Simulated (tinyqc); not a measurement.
Thin-film optics by transfer matrices: one step. Layer matrices and their product. Five cases, with inputs chosen for the exercise.

Question. Form each matrix and multiply from the top down.

Indices N = n + i k. Snell: N0 sin(theta) = N_j sin(theta_j), with Im(N_j cos theta_j) >= 0. Admittance y_j = N_j cos theta_j for s and N_j/cos theta_j for p. Phase delta_j = 2 pi N_j cos theta_j d_j/lambda. Layer matrix [[cos delta, -i sin delta/y], [-i y sin delta, cos delta]], multiplied from the top down to M. (B, C) = M (1, y_sub); r = (y0 B - C)/(y0 B + C), R = |r|^2, T = 4 Re y0 Re y_sub/|y0 B + C|^2, absorbed in the films 1 - R - T.

Give: M.

Case 1.

y_j: ambient 2.923804, film 1 1.980982, substrate 4.000007+0.037693i

delta_j (rad): film 1 11.115284

Answer.

M:
```
         1        2
1   0.1194  0.5012i
2  1.9668i   0.1194
```

Case 2.

y_j: ambient 1.154701, film 1 2.104181, substrate 3.840264+0.018830i

delta_j (rad): film 1 0.810781

Answer.

M:
```
          1         2
1    0.6889  -0.3445i
2  -1.5252i    0.6889
```

Case 3.

y_j: ambient 0.342020, film 1 1.192184, substrate 1.535360+3.608159i

delta_j (rad): film 1 0.090613

Answer.

M:
```
          1         2
1    0.9959  -0.0759i
2  -0.1079i    0.9959
```

Case 4.

y_j: ambient 2.923804, film 1 2.104525+0.008749i, substrate 1.591262+1.709931i

delta_j (rad): film 1 9.587359+0.088548i

Answer.

M:
```
                 1                2
1  -0.9907+0.0144i  -0.0413+0.0774i
2  -0.1856+0.3412i  -0.9907+0.0144i
```

Case 5.

y_j: ambient 1.000000, film 1 1.528000, substrate 1.491000+1.786000i

delta_j (rad): film 1 0.464550

Answer.

M:
```
          1         2
1    0.8940  -0.2932i
2  -0.6846i    0.8940
```

Each matrix has determinant 1, and so has M.

Computed by tinyqc, one run a case: `OMP_NUM_THREADS=1 python tinyqc.py N N+1 out.jsonl` with N = 1652106, 1652260, 1680126, 1680128, 1680429; one thread of a shared Intel(R) Xeon(R) Processor @ 2.30GHz, about 0.02 s a run at most.
